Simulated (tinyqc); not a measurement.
Comparisons within one model: cylindrical quantum wire. A value that a table varies takes the place of the one given here.

A cylinder of radius R, isotropic masses, c = hbar^2/2m0, k = sqrt(mw E/c), kappa = sqrt(mb (V0 - E)/c). State (n, m) is J_m(k r) inside and K_m(kappa r) outside; psi and psi'/m are continuous: (k/mw) J_m'(kR)/J_m(kR) = (kappa/mb) K_m'(kappa R)/K_m(kappa R).

With hard walls E = c (x/R)^2/mw, x a zero of J_m: (1,0) 2.404826; (2,0) 5.520078; (1,1) 3.831706; (2,1) 7.015587; (1,2) 5.135622; (2,2) 8.417244; (1,3) 6.380162; (2,3) 9.761023.

Constants: hbar^2/2m0 = 3.80998211 eV angstrom^2.

Parameters, chosen for this exercise (near those of an InGaAs wire in InP; the results hold for these values, not for the real material):

| symbol | value | unit | meaning |
|---|---|---|---|
| V0 | 0.262 | eV | barrier height |
| mw | 0.0409 | m0 | mass inside |
| mb | 0.0772 | m0 | mass outside |
| Rs | (48, 68, 95, 136, 190, 272, 381) | angstrom | radii |
| R | 136 | angstrom | radius |

## Radius

The two lowest states against R; a dash marks an unbound state.

Levels (eV):

| R (angstrom) | (1,0) | (1,1) | (1,0), hard walls | flat well of width 2R |
|---|---|---|---|---|
| 48 | 0.0944 | 0.2325 | 0.2338 | 0.0426 |
| 68 | 0.0594 | 0.1512 | 0.1165 | 0.0262 |
| 95 | 0.0362 | 0.0924 | 0.0597 | 0.0158 |
| 136 | 0.0203 | 0.0518 | 0.0291 | 0.0088 |
| 190 | 0.0115 | 0.0292 | 0.0149 | 0.0049 |
| 272 | 0.0061 | 0.0154 | 0.0073 | 0.0026 |
| 381 | 0.0032 | 0.0082 | 0.0037 | 0.0014 |

What can be read from the table?

The lowest state is bound at every radius listed. (1,1) is bound at every radius listed. At the largest radius the level is 0.88 of the hard-wall value and 2.34 times that of the flat well (the hard-wall ratio is 2.34); the exponent d ln E/d ln R between the last two radii is -1.85.

## Shape and dimension

Lowest level with hard walls: film c (pi/2R)^2/mw, cylinder c (2.404826/R)^2/mw, sphere c (pi/R)^2/mw, square or cube of side a: 2 or 3 times c (pi/a)^2/mw; c = hbar^2/2m0. Finite barriers V0 with outer mass mb and psi, psi'/m continuous for film, cylinder and sphere (not separable for the square and the cube: dash).

Lowest level (eV):

| shape | hard walls | finite barrier |
|---|---|---|
| film, width 2R | 0.0124 | 0.0088 |
| cylinder, radius R | 0.0291 | 0.0203 |
| square wire of equal area | 0.0316 | - |
| sphere, radius R | 0.0497 | 0.0343 |
| cube of equal volume | 0.0574 | - |

What can be read from the table?

With hard walls the levels of film, cylinder and sphere stand as 1 : 2.34 : 4.00; with the finite barrier as 1 : 2.32 : 3.90. The square lies 8.6 % above the circle of equal area and the cube 15.5 % above the sphere of equal volume: round shapes give the lowest level for a given size.

## What each parameter does

The lowest level (1,0) and its distance to V0. Each row changes one parameter from the base and keeps the others.

Results:

| case | E (eV) | V0 - E (eV) | k R |
|---|---|---|---|
| base | 0.0203 | 0.2417 | 2.0095 |
| R = 150 angstrom | 0.0173 | 0.2447 | 2.0415 |
| V0 = 0.314 eV | 0.0209 | 0.2931 | 2.0391 |
| mw = 0.0368 m0 | 0.0218 | 0.2402 | 1.9723 |
| mb = 0.0965 m0 | 0.0195 | 0.2425 | 1.9700 |

How do the results move?

The largest shifts from the base row, up to three for each result and ties (the steps differ in size, so this ranks the rows, not the parameters). E (eV): R -0.0031, mw +0.0014, mb -0.0008. V0 - E (eV): V0 +0.0514, R +0.0031, mw -0.0014. k R: mb -0.0395, mw -0.0372, R +0.0320.

Computed by tinyqc, a small Python program: `OMP_NUM_THREADS=1 python tinyqc.py 1252354 1252355 out.jsonl` (the numbers bound the seed that draws the inputs); one thread of a shared host (Intel(R) Xeon(R) Processor @ 2.30GHz), about 0.02 s for the whole set of steps.
